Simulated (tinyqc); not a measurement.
Force balance against energy balance: elastic strain and critical thickness of a cubic alloy layer A(1-x)B(x) on a thick substrate. Computed by tinyqc, a small Python program. Command: `OMP_NUM_THREADS=1 python tinyqc.py 3014220 3014221 out.jsonl misfit walk`. One thread of a shared host (Intel(R) Xeon(R) Processor @ 2.30GHz), about 0.01 s of CPU time with the checks.

Strain is positive in tension. The layer is coherent with the substrate unless said otherwise.

Inputs (values chosen for the exercise, for a model alloy): fraction x of B = 0.15; lattice constant a_A = 5.653 angstrom; lattice constant a_B = 6.096 angstrom; substrate lattice constant a_S = 5.66 angstrom.

Growth plane: (111). Layer: uncapped. Misfit dislocation: 60-degree.

C11, C12, C44 of A (GPa): [117, 57.52, 60.36]

C11, C12, C44 of B (GPa): [96.99, 37, 42.42]

Method:
- a = (1 - x) a_A + x a_B, the same rule for each C_ij; misfit f = (a_S - a)/a, the in-plane strain of the coherent layer.
- Voigt averages: G = (C11 - C12 + 3 C44)/5, B = (C11 + 2 C12)/3, nu = (3 B - 2 G)/(2 (3 B + G)); b = a/sqrt(2). The 60-degree dislocation has cos alpha = 1/2, and cos lambda = sqrt(3)/6 on (111), for glide on an inclined {111} plane.
- Matthews-Blakeslee: h_c = A [ln(h_c/b) + 1], A = b (1 - nu cos^2 alpha)/(8 pi |f| (1 + nu) cos lambda), the factor 8 pi being that of an uncapped layer.
- People-Bean: h_c = P ln(h_c/b), P = (1 - nu)/(1 + nu) b^2/(16 pi sqrt(2) a f^2). The misfit is scaled by 0.25, 0.4, 0.6, 1, 1.5, 2.2 at fixed a, b and nu; the upper root is taken, and rows with A < 1.3 b or P < 3 b, where the roots shrink to the core size or vanish, are left out.

misfit f = -0.0103944

prefactor A = 4.06093 nm

Poisson ratio nu = 0.241016

Burgers vector b = 0.404426 nm

free lattice constant a = 5.71945 angstrom

Critical thickness:
```
|f| (%)  Matthews-Blakeslee (nm)  People-Bean (nm)   ratio
0.2599                    106.83            3279.4  30.698
0.4158                     61.09            1129.3  18.485
0.6237                     37.41             442.7  11.833
1.0394                     19.88             131.8   6.629
1.5592                     11.85              48.4   4.087
2.2868                      7.15              17.8   2.492
```

The exponents d ln h_c/d ln f are -1.19 and -2.27 between the first rows, steeper than the -1 and -2 of the prefactors because of the logarithm. The ratio falls from 30.7 to 2.49 as the misfit grows. Where People-Bean lies above, a layer between the lines is metastable: dislocations would lower the energy but have to be nucleated. Above about 2 % misfit islands may come first.
